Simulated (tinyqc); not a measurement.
Band bending at a free surface with a continuum of surface states, surface photovoltage and Kelvin probe: one step of the calculation.

n-type bulk, xi = Ec - EF = Vt ln(Nc/Nd), p0 = ni^2/Nd, ni = sqrt(Nc Nv) exp(-Eg/(2 Vt)), Eg in volts. b is the upward band bending, u = b/Vt. Space charge per area, in units of q: Qc = sign(b) sqrt((2 eps0 eps_r Vt/q) [(Nd + dn)(exp(-u) - 1) + Nd u + (p0 + dn)(exp(u) - 1)]), with dn the excess density under light (flat quasi-Fermi levels; 0 in the dark). The states hold -Ds (E0 - xi - b): negative while the Fermi level lies above the neutrality level. Neutrality: Qc + Qf + (charge of the states) = 0.

Task. Band bending in the dark. Newton step: b(new) = b - (Qc + Qf - Ds (E0 - xi - b))/(dQc/db + Ds), dQc/db = (eps0 eps_r/q) [Nd (1 - exp(-u)) + p0 exp(u)]/Qc.

Inputs (values chosen for the exercise); band and dielectric values close to those of silicon:
```
symbol,value,unit,meaning
T,300,K,temperature
Eg,1.13,eV,band gap
eps_r,11.8,,relative permittivity
Nc,2.77e19,cm^-3,conduction-band density of states at T
Nv,2.65e19,cm^-3,valence-band density of states at T
Nd,1.1e15,cm^-3,donor density
Qf,0,cm^-2,fixed positive charge at the surface
Ds,3.9e11,cm^-2 eV^-1,density of surface states
E0,0.59,eV,depth of their neutrality level below the conduction edge
```

Constants: q = 1.602176634e-19 C, kB = 1.380649e-23 J/K, Vt = kB T/q, eps0 = 8.8541878128e-14 F/cm where lengths are in cm. Results are converted to the units shown.

b at the start = 0.26 V

Give: b after iteration 1.

Result.

b after iteration 1 = 0.19882 V

tinyqc, about 0.01 s, one thread, Intel Xeon 2.30GHz (shared host): `OMP_NUM_THREADS=1 python tinyqc.py 2430004 2430005 out.jsonl`
